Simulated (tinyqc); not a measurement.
# Short-channel transistor, virtual-source model with series resistance: effects of single changes

The current per gate width is the charge at the top of the source barrier (the virtual source) times its velocity times a saturation function; al and be are fitting constants of the model. Units: I in uA/um, Rs in ohm um, so I Rs = 1e-6 I Rs in volts; Q in uC/cm^2, so I = 1e-4 Q vx0 Fsat with vx0 in cm/s.

Inputs (values chosen for the exercise):

| symbol | value | unit | meaning |
|---|---|---|---|
| T | 293 | K | temperature |
| Cinv | 1.1 | uF/cm^2 | inversion capacitance |
| vx0 | 1.01e7 | cm/s | velocity at the virtual source |
| mu | 840 | cm^2/(V s) | apparent mobility |
| L | 32 | nm | channel length |
| VT0 | 0.36 | V | threshold at zero drain voltage |
| dl | 0.072 | V/V | drain-induced barrier lowering |
| n0 | 1.38 |  | subthreshold factor |
| nd | 0.1 | 1/V | growth of n with drain voltage |
| al | 3.5 |  | threshold shift (in units of Vt) from weak to strong inversion |
| be | 1.8 |  | sharpness of saturation |
| Rs | 30 | ohm um | series resistance of each contact |

Constants: q = 1.602176634e-19 C, kB = 1.380649e-23 J/K, Vt = kB T/q. Results are converted to the units shown.

Each table varies one quantity; the others keep the values above.

## Output curve

Intrinsic voltages Vg' = Vgs - I Rs, Vd' = Vds - 2 I Rs. n = n0 + nd Vd', VT = VT0 - dl Vd', Ff = 1/(1 + exp((Vg' - VT + al Vt/2)/(al Vt))), Q = Cinv n Vt ln(1 + exp((Vg' - VT + al Vt Ff)/(n Vt))), Vdsat = (vx0 L/mu)(1 - Ff) + Vt Ff, Fsat = u/(1 + u^be)^(1/be) with u = Vd'/Vdsat, and I = Q vx0 Fsat per width. I is solved self-consistently. gds = dI/dVds, gm = dI/dVgs.

In this table Vgs = 1 V.

Results:
```
Vds (V)	I (uA/um)	Fsat	gds (uS/um)	gain gm/gds
0.11	600.4	0.8614	1726	0.4828
0.22	679.4	0.9668	286.5	3.568
0.44	713.2	0.9918	101.8	10.41
0.56	724.5	0.9949	89.06	11.94
0.67	734.0	0.9964	84.13	12.67
0.78	743.1	0.9973	81.59	13.07
0.89	752.0	0.9979	80.14	13.32
1	760.7	0.9983	79.26	13.47
```

Estimate the missing row, Vds = 0.33 V.

Computed row:
```
Vds (V)	I (uA/um)	Fsat	gds (uS/um)	gain gm/gds
0.33	700.4	0.9855	136.4	7.705
```

With this row back in the table: The current rises from 600 to 761 uA/um as Fsat rises from 0.861 to 0.998; gds falls from 1730 to 79.3 uS/um. The gain ends at 13.5, against 1/dl = 13.9 for a current that depends on Vds through barrier lowering alone.

## Effect of the threshold at zero drain voltage on the on and off currents

Same model as above.

Ion is I at Vgs = Vds = 1 V, Ioff at Vgs = 0, Vds = 1 V, and Rlin = Vds/I at Vgs = 1 V, Vds = 0.05 V.

Effect of the threshold at zero drain voltage on the on and off currents:
```
VT0 (V)	Ion (uA/um)	Ioff (nA/um)	log10(Ion/Ioff)	Rlin (ohm um)
0.15	985.1	1.681e4	1.768	109.5
0.2	931.6	6796	2.137	113.2
0.25	878.2	2386	2.566	117.4
0.3	824.8	753.0	3.040	122.3
0.35	771.4	221.2	3.543	128.1
0.4	718.0	62.06	4.063	134.9
0.45	664.6	16.93	4.594	143.0
0.5	611.3	4.545	5.129	152.9
```

As VT0 goes from 0.15 to 0.5 V, Ion falls from 985 to 611 uA/um, Ioff falls from 16800 to 4.54 nA/um and Rlin rises from 110 to 153 ohm um. Ion changes by a factor of 0.621 and Ioff by 2.70e-4. The off current depends on it through an exponential, the on current about linearly. For VT0 = 0.15 to 0.25 V the off current passes 1 uA/um, so the device is hardly off at Vgs = 0.

## Effect of the drain-induced barrier lowering on the on and off currents

Same model as above.

Results:
```
dl (V/V)	Ion (uA/um)	Ioff (nA/um)	log10(Ion/Ioff)	Rlin (ohm um)
0	687.0	27.09	4.404	129.6
0.04	728.1	76.22	3.980	129.5
0.12	809.5	564.2	3.157	129.2
0.16	849.9	1452	2.767	129.1
0.2	890.2	3525	2.402	128.9
0.24	930.2	7924	2.070	128.8
0.28	970.0	1.621e4	1.777	128.7
```

Estimate the missing row, dl = 0.08 V/V.

Computed row:
```
dl (V/V)	Ion (uA/um)	Ioff (nA/um)	log10(Ion/Ioff)	Rlin (ohm um)
0.08	768.9	210.4	3.563	129.3
```

With this row back in the table: As dl goes from 0 to 0.28 V/V, Ion rises from 687 to 970 uA/um, Ioff rises from 27.1 to 16200 nA/um and Rlin falls from 130 to 129 ohm um. Ion changes by a factor of 1.41 and Ioff by 598. The off current depends on it through an exponential, the on current about linearly. For dl = 0.16 to 0.28 V/V the off current passes 1 uA/um, so the device is hardly off at Vgs = 0.

Numbers from tinyqc (`OMP_NUM_THREADS=1 python tinyqc.py 2380078 2380079 out.jsonl`; about 0.01 s on one thread of a shared Intel Xeon 2.30GHz).
